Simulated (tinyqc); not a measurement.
Classical Heisenberg spin chain: exact results, Metropolis, heat-bath and over-relaxation steps, and a Monte Carlo run. From chi back to temperature T. Computed by tinyqc, a small Python program. Command: `OMP_NUM_THREADS=1 python tinyqc.py 3130570 3130571 out.jsonl heismc inv`. One thread of a shared host (Intel(R) Xeon(R) Processor @ 2.30GHz), about 0.01 s of CPU time with the checks.

E = -J sum_i s_i . s_(i+1) for unit vectors s_i on an open chain; K = J/(k_B T).

Inputs (values chosen for the exercise, for a model chain of large moments): coupling J = 16 meV; moment mu = 5.4 mu_B.

Constants: k_B = 8.617333262e-05 eV/K; mu_B = 5.7883818060e-05 eV/T.

Method. Each bond angle is independent, so u = <s_i . s_(i+1)> = coth K - 1/K, <s_i . s_(i+n)> = u^n, correlation length xi = -1/ln|u|, energy per bond -J u, heat capacity per bond c/k_B = 1 - K^2/sinh^2 K, and for the long chain chi = mu^2 (1 + u)/(3 k_B T (1 - u)) per spin.

Question. A run gave the result below. Find the temperature T, known to lie between 24 and 66 K.

chi = 0.9902584 mu_B/T per spin

Answer.

Each step takes the trial c = (a f_b - b f_a)/(f_b - f_a), f being the result less the target and a, b, c the logarithms of the listed values; c replaces end b, the old b replaces a if the sign of f changed, and otherwise f_a is halved.

Scan of the range:
```
temperature T (K)  chi (mu_B/T per spin)
24.0                             3.93722
28.4                             2.77620
33.6                             1.95364
39.8                             1.36782
47.1                             0.95755
55.8                             0.66841
66.0                             0.46922
```

False position (Illinois rule, in the logarithm of the input) inside the bracket:
```
step    end a    end b    trial  chi (mu_B/T per spin)
1     39.8000  47.1000  46.4718               0.985211
2     39.8000  46.4718  46.2847               0.993680
3     46.4718  46.2847  46.3602               0.990250
4     46.2847  46.3602  46.3600               0.990258
5     46.2847  46.3600  46.3600               0.990258
6     46.3600  46.3600  46.3600               0.990258
```

chi falls at every point of a 13-point scan of the range (every second point is shown), so one value fits; it is bracketed by 39.8 and 47.1. Answer: temperature T = 46.36 K.
